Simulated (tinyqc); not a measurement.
Five forms on the same table: equation-of-state fits to an energy-volume table made by a known binding curve. Computed by tinyqc, a small Python program. Command: `OMP_NUM_THREADS=1 python tinyqc.py 3026745 3026746 out.jsonl eosfit walk`. One thread of a shared host (Intel(R) Xeon(R) Processor @ 2.30GHz), about 0.02 s of CPU time with the checks.

With x = (V/V_0)^(1/3), the energy per atom is E = D [exp(-2 eta (x - 1)) - 2 exp(-eta (x - 1))], so that B0 = 2 D eta^2/(9 V_0) and B' = 1 + eta. B' = dB/dP at P = 0.

Inputs (values chosen for the exercise, for a model crystal): cohesive energy D = 1.52 eV/atom; true volume V_0 = 33.1 angstrom^3/atom; stiffness eta = 4.85; half-width of the volume window w = 0.02; shift of the window centre s = -0.012; points N = 7; compression V/V_0 for the pressure test = 0.8.

Binding curve: Morse. Noise: none.

Constants: 1 eV/angstrom^3 = 160.2176634 GPa.

Method:
- B0 and B' from the formulas above; P = -dE/dV at V = c V_0 (c the compression chosen), from the curve itself.
- Table: V_j = V_0 [1 + s + w (2 j/(N - 1) - 1)], j = 0..N-1, rounded to 0.001; E_j from the curve, rounded to 1e-7 eV.
- Murnaghan: E = E0 + (B0 V/B') [(V0/V)^B'/(B' - 1) + 1] - B0 V0/(B' - 1), P = (B0/B') [(V0/V)^B' - 1].
- Birch-Murnaghan: E = E0 + (9 V0 B0/16) [y^3 B' + y^2 (2 - 4 y)], y = (V0/V)^(2/3) - 1; P = (3 B0/2) (x^7 - x^5) [1 + (3/4)(B' - 4)(x^2 - 1)], x = (V0/V)^(1/3).
- Vinet: E = E0 + (9 B0 V0/h^2) {1 + [h (1 - x) - 1] exp(h (1 - x))}, P = 3 B0 (1 - x) x^-2 exp(h (1 - x)), x = (V/V0)^(1/3), h = (3/2)(B' - 1).
- All are least-squares fits to the energies; for polynomials in V, B0 = V E'' and B' = -1 - V E'''/E'' at the minimum.

exact B0 = 38.4589 GPa

exact B' = 5.85

exact pressure at c V_0 = 16.2480 GPa

Table:
```
V (angstrom^3)      E (eV)
32.041          -1.5156207
32.261          -1.5172937
32.482          -1.5185543
32.703          -1.5194126
32.923          -1.5198850
33.144          -1.5199930
33.365          -1.5197500
```

Fitted values:
```
form             V0 (angstrom^3)  B0 (GPa)       B'  P at c V_0 (GPa)
exact                     33.100    38.459   5.8500            16.248
parabola in V             33.095    41.799  -1.0000                 -
cubic in V                33.100    38.393   6.4148                 -
Murnaghan                 33.100    38.474   5.7274            17.395
Birch-Murnaghan           33.100    38.460   5.8360            16.386
Vinet                     33.100    38.457   5.8585            16.181
```

In B0 the Birch-Murnaghan form comes closest (0.00 %) and the parabola in V form misses most (+8.69 %). A parabola in V has no third derivative, so its B' is -1 by construction. At c V_0, beyond the window, the pressure errors are Murnaghan +7.1 %, Birch-Murnaghan +0.9 %, Vinet -0.4 %; Murnaghan keeps B linear in P and so runs too stiff under compression.

Extremes, crossings and ranges named in words are read from the listed rows.
